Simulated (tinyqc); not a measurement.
Heisenberg magnet: exchange from energy differences, ordering vector, linear spin waves and ordering temperature: one step, computed by the program tinyqc.

H = -sum over pairs <ij> J_ij S_i.S_j - K sum_i (S_i^z)^2, each pair once, J > 0 ferromagnetic. First neighbours: 6 at a (1, 0, 0), second: 12 at a (1, 1, 0), with all permutations and signs.

Problem. Long waves and the gap. g_s(q) = sum over shell s of cos(q.R), z1 = g1(0). A(q) = S [-J1 g1(0) + J2 (g2(0) - g2(q))] + (2S - 1) K, B(q) = S J1 g1(q), E(q) = sqrt(A^2 - B^2). The factor 2S - 1 removes the anisotropy for S = 1/2. sum R_x^2 over the shells is s1 = 2 a^2 and s2 = 8 a^2. Without K, E = c q with c = S sqrt(z1 |J1| (|J1| s1 + J2 s2)); the gap is E(0) = sqrt(k (k + 2 S z1 |J1|)), k = (2S - 1) K.

Inputs (values chosen for the exercise, for a model magnet): exchange J1 = -2.57 meV; exchange J2 = -0.11 meV; spin S = 2.5; single-ion anisotropy K = 0.015 meV; lattice constant a = 5.35 angstrom.

Lattice: simple cubic. Order: Neel (nearest neighbours antiparallel).

Give: spin-wave velocity c; gap.

Solution.

spin-wave velocity c = 108.40 meV angstrom

gap = 2.1517 meV

Exchange enhances the gap to 35.9 times (2S - 1) K, the geometric mean of anisotropy and exchange.
